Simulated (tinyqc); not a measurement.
From self-consistent quantum back to temperature T: one anharmonic mode: perturbation theory, self-consistent phonons and exact levels. Computed by tinyqc, a small Python program. Command: `OMP_NUM_THREADS=1 python tinyqc.py 3028501 3028502 out.jsonl scp inv`. One thread of a shared host (Intel(R) Xeon(R) Processor @ 2.30GHz), about 0.04 s of CPU time with the checks.

V(x) = k x^2/2 + b x^4 for one coordinate x of mass M. A constant K > 0 gives hbar Omega = sqrt((hbar^2/u) K/M) with K in eV/angstrom^2 and M in u.

Inputs (values chosen for the exercise, for a model mode):

| quantity | value | unit |
|---|---|---|
| mode mass M | 113 | u |
| harmonic constant k | 5.45 | eV/angstrom^2 |
| quartic constant b | 29.9 | eV/angstrom^4 |
| mixing | 0.5 | - |

Shape: single well.

Constants: hbar^2/u = 4.18015928e-03 eV angstrom^2; k_B = 8.617333262e-05 eV/K.

Method:
- Self-consistent phonon, centred at x = 0: K = k + 12 b <x^2>, <x^2> = (hbar Omega/(2K)) coth(hbar Omega/(2 k_B T)).
- Start at K = |k|; K(new) = K + mixing x (K_out - K), but at least K/20; stop when |K_out - K| < 1e-9 |k| or after 90 steps.
- Its free energy is F = k_B T ln[2 sinh(hbar Omega/(2 k_B T))] + (k - K)<x^2>/2 + 3 b <x^2>^2, an upper bound to the exact one.

Task: A run gave the result below. Find the temperature T, known to lie between 240 and 450 K.

self-consistent quantum = 15.92076 meV

Result:

Each step takes the trial c = (a f_b - b f_a)/(f_b - f_a), f being the result less the target and a, b, c the logarithms of the listed values; c replaces end b, the old b replaces a if the sign of f changed, and otherwise f_a is halved.

Scan of the range:

| temperature T (K) | self-consistent quantum (meV) |
|---|---|
| 240 | 15.6529 |
| 267 | 15.7729 |
| 296 | 15.8982 |
| 329 | 16.0366 |
| 365 | 16.1826 |
| 405 | 16.3391 |
| 450 | 16.5084 |

False position (Illinois rule, in the logarithm of the input) inside the bracket:

| step | end a | end b | trial | self-consistent quantum (meV) |
|---|---|---|---|---|
| 1 | 296.000 | 329.000 | 301.137 | 15.9201 |
| 2 | 329.000 | 301.137 | 301.295 | 15.9207 |
| 3 | 329.000 | 301.295 | 301.304 | 15.9208 |
| 4 | 301.295 | 301.304 | 301.300 | 15.9208 |

Self-consistent quantum rises at every point of a 13-point scan of the range (every second point is shown), so one value fits; it is bracketed by 296 and 329. Answer: temperature T = 301.3 K.
